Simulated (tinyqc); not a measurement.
# Conduction-band offset of an n-N heterojunction from carrier-profile moments: effects of single changes

Layer 1 (x < 0) accumulates electrons and layer 2 (x > 0) is depleted. Boltzmann statistics. The bands bend down by V1 in layer 1 and up by V2 in layer 2, with V1 + V2 = VD = dE + Vt ln[(N2/Nc2)/(N1/Nc1)].

Values chosen for this exercise; values of the order of III-V alloys: temperature T = 350 K; relative permittivity of both layers eps_r = 13.3; density of states of the narrow-gap layer 1 Nc1 = 2.1e17 cm^-3; density of states of the wide-gap layer 2 Nc2 = 7.7e17 cm^-3; donor density in layer 1 N1 = 1.5e15 cm^-3; donor density in layer 2 N2 = 2.2e16 cm^-3; fixed charge at the interface si = 0 cm^-2.

Constants: q = 1.602176634e-19 C, kB = 1.380649e-23 J/K, Vt = kB T/q, eps0 = 8.8541878128e-14 F/cm where lengths are in cm. Results are converted to the units shown.

Each table varies one quantity; the others keep the values above.

## Effect of the offset

Sheet densities from the first integral: Q1 = sqrt((2 eps0 eps_r Vt N1/q)(exp(u1) - u1 - 1)) extra electrons, Q2 = sqrt((2 eps0 eps_r Vt N2/q)(exp(-u2) + u2 - 1)) missing ones, u = V/Vt; neutrality Q1 = Q2 + si.

Effect of the offset:
```
dE (eV),VD (V),V1 (V),Q1 (cm^-2),n(0-)/Nc1
0.06,0.10181,0.068456,6.5275e10,0.069119
0.12,0.16181,0.095206,1.1339e11,0.16779
0.19,0.23181,0.11600,1.6706e11,0.33437
0.25,0.29181,0.12822,2.0783e11,0.50143
0.31,0.35181,0.13740,2.4412e11,0.67976
0.37,0.41181,0.14466,2.7685e11,0.86461
0.44,0.48181,0.15152,3.1155e11,1.0855
0.5,0.54181,0.15644,3.3893e11,1.2780
```

Read the table: what changes, and by how much?

Q1 rises from 6.53e10 to 3.39e11 cm^-2, as VD^(0.72) between the last two rows. Layer 1 takes 67.2 % of VD in the first row and 28.9 % in the last: accumulation charge grows exponentially with V1, so most of a large offset falls across the depleted side. For dE = 0.25, 0.31, 0.37, 0.44, 0.5 n(0-) nears or passes Nc1, where degeneracy and quantisation lower Q1.

## An error in the interface position

A C-V profile smears n(x) but keeps its zeroth and first moments: si = -int (N - n) dx, VD = (q/(eps0 eps_r)) int (N - n) x dx, dE = VD - Vt ln[(N2/Nc2)/(N1/Nc1)]. With the step of N placed at xi and the moment taken about xi, VD changes by (q/(eps0 eps_r)) [si xi + (N2 - N1) xi^2/2] and si by (N2 - N1) xi.

Result of one run:
```
xi (nm),error of si (cm^-2),error of dE (meV)
15,3.075e10,3.138
```

What becomes of these results when the assumed position of the interface xi is changed from 15 to 7.5 nm, all else the same?

Result of the changed run:
```
xi (nm),error of si (cm^-2),error of dE (meV)
7.5,1.538e10,0.7844
```

The whole series:
```
xi (nm),error of si (cm^-2),error of dE (meV)
-30,-6.150e10,12.55
-22.5,-4.612e10,7.060
-15,-3.075e10,3.138
-7.5,-1.538e10,0.7844
0,0,0
7.5,1.538e10,0.7844
15,3.075e10,3.138
22.5,4.612e10,7.060
30,6.150e10,12.55
```

Among the rows the error of dE lies between 0 and 12.6 meV, quadratic in xi, since without interface charge the first-order term vanishes; the error of si is linear, 2.05e9 cm^-2 a nanometre.

tinyqc, about 0.1 s, one thread, Intel Xeon 2.30GHz (shared host): `OMP_NUM_THREADS=1 python tinyqc.py 2410157 2410158 out.jsonl`
